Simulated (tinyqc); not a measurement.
# Longitudinal sound in a periodic multilayer: transfer matrices, stop bands and folded phonons, step by step

A worked calculation. Computed by tinyqc, a small Python program that keeps every step. Command: `OMP_NUM_THREADS=1 python tinyqc.py 3022303 3022304 out.jsonl multilayer walk`. One thread of a shared host (Intel(R) Xeon(R) Processor @ 2.30GHz), about 0.01 s of CPU time with the checks. Intermediate numbers are printed to about 5 digits and carried at full precision; extremes and crossings named in words are read from the listed rows.

Layers 1 and 2 repeat with period d = d_1 + d_2; waves travel normal to the layers, without loss. State vector (u, s): displacement u and stress divided by omega. Impedances Z = rho v are in 1e6 kg/(m^2 s).

Inputs (values chosen for the exercise, modelled on silica (layer 1), platinum (layer 2) and gallium arsenide (substrate)):
```
quantity                    value    unit
density rho_1                2.22  g/cm^3
velocity v_1                 5890     m/s
thickness d_1                5.99      nm
density rho_2                21.7  g/cm^3
velocity v_2                 4010     m/s
thickness d_2                4.09      nm
substrate density            5.35  g/cm^3
substrate velocity           4660     m/s
periods N                       4       -
frequency f                   205     GHz
optical wave vector q d/pi  0.076       -
```

## Impedances, mean velocity and Bragg frequency

Z = rho v; interface reflection r = (Z_2 - Z_1)/(Z_2 + Z_1) (stress amplitude, from 1 into 2); Bragg frequency f_B = 1/[2 (d_1/v_1 + d_2/v_2)]; long-wave velocity v_eff = d/sqrt[(d_1/v_1)^2 + (d_2/v_2)^2 + (Z_1/Z_2 + Z_2/Z_1)(d_1/v_1)(d_2/v_2)].

Z_1 = 13.0758

Z_2 = 87.017

Z of the substrate = 24.931

interface reflection r = 0.73873

Bragg frequency f_B = 245.47 GHz

long-wave velocity v_eff = 3335.4 m/s

## Transfer matrix of one period

A layer maps (u, s) by [[cos p, sin p/Z], [-Z sin p, cos p]], p = 2 pi f d_i/v_i; one period is M = M_2 M_1, and cos(q d) = trace(M)/2.

phase p_1 = 1.3099 rad

phase p_2 = 1.3137 rad

M:
```
           1         2
1  -0.074842  0.021651
2    -24.918   -6.1528
```

trace(M)/2 = -3.1138

|trace/2| > 1: f lies in a stop band, and the amplitude falls by a factor 6.063 a period.

## Transmission through N periods

For N periods A = M^N. A wave comes from a thick layer of material 1 and leaves into the substrate (Z_s): transmitted power T = 4 Z_1 Z_s/|Z_1 A_22 + Z_s A_11 - i (Z_1 Z_s A_12 - A_21)|^2, reflected power R = 1 - T.

A = M^N:
```
         1        2
1  -20.639  -4.9598
2   5708.2   1371.7
```

transmitted power T = 3.6509e-06

T in decibel = -54.376 dB

## The first stop band

Gap m contains m f_B; its edges, where trace(M)/2 = (-1)^m, are found by root search. Weak-contrast estimate of the width: (4 f_B/pi) |r sin(m pi a)|, a = (d_1/v_1)/(d_1/v_1 + d_2/v_2).

lower edge = 115.58 GHz

upper edge = 375.35 GHz

width/f_B = 105.83 %

transmitted power at f_B = 1.9827e-06

## The first four gaps

The formulas are those given above.

Stop bands (GHz):
```
m  lower edge  upper edge   width  weak-contrast estimate
1      115.58      375.35  259.77                  230.88
2      490.41      491.47    1.06                    1.06
3      606.52      866.29  259.77                  230.88
4      980.81      982.93    2.12                    2.12
```

With a = 0.499, gap 1 is the widest and gap 2 the narrowest: the layers are near a quarter wave each at f_B, so the even gaps almost close. The weak-contrast estimate misses the first width by -11.1 % at |r| = 0.74. Odd gaps open at the edge of the folded zone (q = pi/d), even ones at its centre.

## Mirror strength against the number of periods

The formulas are those given above.

Transmitted power:
```
N     T at f_B  T at f_B (dB)      T at f
1      0.15829        -8.0055     0.16720
2    0.0038811        -24.111   0.0049216
3   8.7802e-05        -40.565  1.3419e-04
4   1.9827e-06        -57.027  3.6509e-06
6   1.0109e-09        -89.953  2.7023e-09
8   5.1545e-13        -122.88  2.0001e-12
12  1.3400e-19        -188.73  1.0958e-18
16  3.4837e-26        -254.58  6.0030e-25
24  2.3545e-39        -386.28  1.8017e-37
```

At f_B each further period removes 16.46 dB at large N, which is 20 log10 of the impedance ratio, 16.46 dB, as for a quarter-wave stack; 99 % reflection needs N = 2 among these rows. At f, in a stop band, T decays as well. Values below about 1e-6 belong to the ideal stack: roughness and scattering into other modes, left out here, set a floor in a real one.

## Folded doublet seen in light scattering

Light transfers the wave vector q. Solve trace(M)/2 = cos(q d) on the first branch (Brillouin line) and on the two branches around 2 f_B (first folded doublet); 1/cm = 29.9792458 GHz.

Brillouin line = 12.558 GHz

lower folded mode = 478.37 GHz

upper folded mode = 503.50 GHz

centre of the doublet = 16.376 1/cm

splitting / twice the Brillouin frequency = 1.0009

The doublet is split by about twice the Brillouin frequency, as for a folded straight line; its centre measures the period.

Checks made by the program: trace against Rytov's formula cos p_1 cos p_2 - (1/2)(Z_1/Z_2 + Z_2/Z_1) sin p_1 sin p_2 (relative difference 4e-10).
